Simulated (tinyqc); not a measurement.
Millisecond and nanosecond annealing: surface heating, thermal budget and solid-phase regrowth: one step, computed by the program tinyqc. Command: `OMP_NUM_THREADS=1 python tinyqc.py 3017010 3017011 out.jsonl flash walk`. One thread of a shared host (Intel(R) Xeon(R) Processor @ 2.30GHz), about 0.02 s of CPU time with the checks.

A square pulse heats the surface of a thick wafer with constant thermal properties; losses by radiation are neglected and silicon melts at 1414 C.

Question. Peak temperature. Absorbed flux q = (1 - R) fluence/t_p; kappa = k/c. With f(z, t) = (2 q/k) sqrt(kappa t) ierfc(z/(2 sqrt(kappa t))), ierfc(x) = exp(-x^2)/sqrt(pi) - x erfc(x): T = T0 + f(z, t) during the pulse and T0 + f(z, t) - f(z, t - t_p) after it. At the surface the rise at the end of the pulse is 2 q sqrt(t_p/(pi k c)); the fluence that just melts the surface scales with (1414 - T0).

Inputs (values chosen for the exercise, modelled on hot silicon with arsenic): incident fluence = 20.6 J/cm^2; pulse length t_p = 0.0022 s; reflectance R = 0.43; thermal conductivity k = 0.25 W/(cm K); heat capacity per volume c = 2.38 J/(cm^3 K); preheat temperature T0 = 800 C.

Source: flash lamp.

Give: absorbed flux q; kappa; thermal length sqrt(kappa t_p); peak temperature; fluence at the melting threshold.

Answer.

absorbed flux q = 5337.3 W/cm^2

kappa = 0.10504 cm^2/s

thermal length sqrt(kappa t_p) = 152.02 um

peak temperature = 1166.2 C

fluence at the melting threshold = 34.539 J/cm^2
